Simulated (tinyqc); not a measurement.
ESD clamp with bipolar snapback, compact model and design window: one step of the calculation.

The drain junction multiplies the current that enters it: Igen = (M - 1)(Ic + I0), M = 1/(1 - (Vj/BV)^n). The generated holes leave through the substrate resistance and the base of the parasitic npn: Igen = Vb/Rb + Ic/be, Ic = Is exp(Vb/Vt). Terminal current I = Ic + I0 + Igen and voltage V = Vj + I Ro, per width. Isothermal, constant gain.

Problem. Base voltage at the failure current. I(Vb) = Ic (1 + 1/be) + I0 + Vb/Rb, I' = Ic (1 + 1/be)/Vt + 1/Rb; Newton steps on ln I: Vb(new) = Vb - ln(I/It2) I/I'. V follows from the introduction.

Inputs (values chosen for the exercise); values close to those of grounded-gate n-channel clamps:
- T = 300 K (temperature)
- BV = 10.5 V (junction breakdown voltage)
- n = 3.8 (exponent of the multiplication)
- be = 11.4 (current gain of the parasitic npn)
- Is = 5e-17 A/um (saturation current)
- I0 = 1e-11 A/um (junction leakage)
- Rb = 25000 ohm um (substrate resistance)
- Ro = 210 ohm um (drain ballast and contact resistance)
- It2 = 8.5 mA/um (failure current for 100 ns)

Constants: q = 1.602176634e-19 C, kB = 1.380649e-23 J/K, Vt = kB T/q. Results are converted to the units shown.

Vb after iteration 1 = 0.85951356 V

Give: I; V; I'; Vb after iteration 2.

Solution.

I = 14.986 mA/um
V = 8.5970 V
I' = 578.38 mS/um
Vb after iteration 2 = 0.84482 V

Program tinyqc, `OMP_NUM_THREADS=1 python tinyqc.py 2670140 2670141 out.jsonl`; Intel Xeon 2.30GHz, shared host, one thread, about 0.02 s.
